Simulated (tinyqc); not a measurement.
Threshold of a short bulk MOSFET: charge sharing, barrier lowering, narrow width: two steps of the calculation.

n-channel device on a p-type body, depletion approximation, full ionisation. Uniform doping N = Na. Vbi from Boltzmann statistics is rough for the degenerate source. Cox = eps0 eox/tox.

Inputs (values chosen for the exercise); band and dielectric values close to those of silicon: temperature T = 300 K; band gap Eg = 1.1 eV; relative permittivity eps_r = 11.8; conduction-band density of states at T Nc = 2.83e19 cm^-3; valence-band density of states at T Nv = 2.61e19 cm^-3; relative permittivity of the gate insulator (close to hafnium oxide) eox = 22.4; insulator thickness tox = 30 nm; channel doping Na = 1.6e17 cm^-3; source and drain doping Nsd = 1e20 cm^-3; flat-band voltage for the doping Na Vfb = -0.73 V; junction depth xj = 67 nm; body-source voltage Vbs = -1 V; drain-source voltage Vds = 0.05 V; gate width W = 820 nm; shape factor of the fringing depletion at the width edges xw = 0; channel length L = 340 nm.

Constants: q = 1.602176634e-19 C, kB = 1.380649e-23 J/K, Vt = kB T/q, eps0 = 8.8541878128e-14 F/cm where lengths are in cm. Results are converted to the units shown.

Task 1. Long-channel threshold and scales. ni = sqrt(Nc Nv) exp(-Eg/(2 Vt)), Eg in volts; 2 pB = 2 Vt ln(N/ni); flat band Vfb - Vt ln(N/Na); Wd = sqrt(2 eps0 eps_r (2 pB - Vbs)/(q N)); body term q N Wd/Cox; long-channel VT0 = flat band + 2 pB + body term; Vbi = Vt ln(N Nsd/ni^2); scale length l = sqrt((eps_r/eox) tox Wd).

Give: N; 2 pB; flat band; Wd; body term; VT0; Vbi; l.

Result 1.

N = 1.6000e17 cm^-3
2 pB = 0.83450 V
flat band = -0.73000 V
Wd = 122.29 nm
body term = 0.47416 V
VT0 = 0.57867 V
Vbi = 1.0009 V
l = 43.961 nm

Task 2. Short-channel and narrow-width shifts. Charge sharing (trapezoid; it ignores Vds): F = (xj/L)(sqrt(1 + 2 Wd/xj) - 1), lowering = body term times F. Barrier lowering: th = exp(-L/(2 l)) + 2 exp(-L/l), lowering = th [2 (Vbi - 2 pB) + Vds], DIBL = th. Narrow width: rise = body term times xw Wd/W. VT by each model = VT0 - lowering + rise.

2 pB = 0.83450100 V
Wd = 122.28527 nm
body term = 0.47416450 V
VT0 = 0.57866550 V
Vbi = 1.0009297 V
l = 43.960710 nm

Give: F; lowering by charge sharing; th; lowering of the barrier; DIBL; narrow-width rise; VT, charge sharing; VT, barrier lowering.

Result 2.

F = 0.2279
lowering by charge sharing = 108.1 mV
th = 0.02179
lowering of the barrier = 8.344 mV
DIBL = 21.79 mV/V
narrow-width rise = 0 mV
VT, charge sharing = 0.4706 V
VT, barrier lowering = 0.5703 V

L is 7.73 scale lengths. The charge-sharing lowering is 13.0 times the barrier lowering; the first falls off as 1/L and the second exponentially. Both describe the same loss of gate control, so they are alternatives and are not added.

Program tinyqc, `OMP_NUM_THREADS=1 python tinyqc.py 2002116 2002117 out.jsonl`; Intel Xeon 2.30GHz, shared host, one thread, about 0.01 s.
